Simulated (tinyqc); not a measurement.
A spin-degenerate level with charging energy between two leads, rate equations: relaxation from the empty dot.

States 0, up, down and 2 with energies 0, e1 - Ez/2, e1 + Ez/2 and 2 e1 + U. mu_L = +V/2, mu_R = -V/2 (meV), f(x) = 1/(1 + exp(x/kB T)). A transition that adds one electron of given spin at the energy E has the rate G f(E - mu) from each lead, and its reverse G [1 - f(E - mu)]. I counts electrons leaving the left lead, times q.

Explicit Euler step: p(new) = p + dt W p.

Stop when no probability changes by more than 1e-8 in a step, or after 60 steps.

Parameters, values chosen for the exercise:
- dt = 1.4 ns (time step)

W (1/ns):

|  | 0 | up | down | 2 |
|---|---|---|---|---|
| 0 | -1.50429 | 0.00251 | 0.02519 | 0.00000 |
| up | 0.76349 | -0.63551 | 0.00000 | 0.13300 |
| down | 0.74081 | 0.00000 | -0.70154 | 0.08965 |
| 2 | 0.00000 | 0.63300 | 0.67635 | -0.22265 |

p at the start: 0 1, up 0, down 0, 2 0

Course of the iteration:

| step | p(0) | p(up) | p(down) | p(2) | largest change |
|---|---|---|---|---|---|
| 1 | -1.11 | 1.07 | 1.04 | 0.00 | 2.11 |
| 2 | 1.26 | -1.06 | -1.13 | 1.93 | 2.37 |
| 3 | -1.44 | 1.59 | 1.53 | -0.68 | 2.70 |
| 4 | 1.65 | -1.49 | -1.55 | 2.39 | 3.09 |
| 5 | -1.89 | 2.05 | 1.99 | -1.15 | 3.54 |
| 6 | 2.17 | -2.01 | -2.07 | 2.91 | 4.06 |
| 7 | -2.48 | 2.64 | 2.57 | -1.73 | 4.64 |
| 8 | 2.84 | -2.68 | -2.74 | 3.58 | 5.31 |
| ... | ... | ... | ... | ... | ... |
| 53 | -1246.38 | 1246.54 | 1246.48 | -1245.64 | 2340 |
| 54 | 1426.86 | -1426.70 | -1426.76 | 1427.60 | 2670 |
| 55 | -1633.47 | 1633.62 | 1633.56 | -1632.72 | 3060 |
| 56 | 1869.99 | -1869.84 | -1869.90 | 1870.74 | 3500 |
| 57 | -2140.77 | 2140.93 | 2140.87 | -2140.02 | 4010 |
| 58 | 2450.75 | -2450.59 | -2450.65 | 2451.49 | 4590 |
| 59 | -2805.62 | 2805.78 | 2805.72 | -2804.88 | 5260 |
| 60 | 3211.88 | -3211.72 | -3211.78 | 3212.62 | 6020 |

Did this iteration meet its convergence test, and what does its course show?

No. The change grows and flips sign each step, and probabilities leave the range 0 to 1. The largest decay rate of W is 1.53 1/ns, so a step multiplies that mode by 1 - dt times the rate = -1.14, beyond -1; stability needs dt below 1.31 ns. In reruns, dt = 0.65 ns settles in 28 steps; implicit steps, p(new) = (1 - dt W)^(-1) p, at the original dt = 1.4 ns settle in 25 steps.

Range of the model: Rate equations need hbar G well below kB T; cotunnelling and the Kondo effect are left out.

tinyqc, about 0.01 s, one thread, Intel Xeon 2.30GHz (shared host): `OMP_NUM_THREADS=1 python tinyqc.py 2780125 2780126 out.jsonl`
